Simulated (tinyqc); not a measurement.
Deep-level transient spectroscopy (DLTS) of one majority-carrier trap: one step, computed by the program tinyqc.

A filling pulse loads the traps in a one-sided junction; under reverse bias they empty at the rate e, and the capacitance relaxes as C(t) = C_0 - dC exp(-e t). The signal is S = [C(t_2) - C(t_1)]/dC.

Task: Rate window and signal. S(e) = exp(-e t_1) - exp(-e t_2) peaks at the rate window e_0 = ln(t_2/t_1)/(t_2 - t_1).

Inputs (values chosen for the exercise, with mass and screening modelled on beta-Ga2O3): gate time t_1 = 0.006 s; ratio t_2/t_1 = 2; temperature T = 288 K.

Carriers: electrons. Extra term: none.

emission rate e = 2.566867 1/s

Give: rate window e_0; peak height S_max; signal at T.

Result:

rate window e_0 = 115.52 1/s

peak height S_max = 0.25

signal at T = 0.015050

At this T the trap empties slower than the window, by a factor 45.0: the point lies on the low-temperature side of the peak.
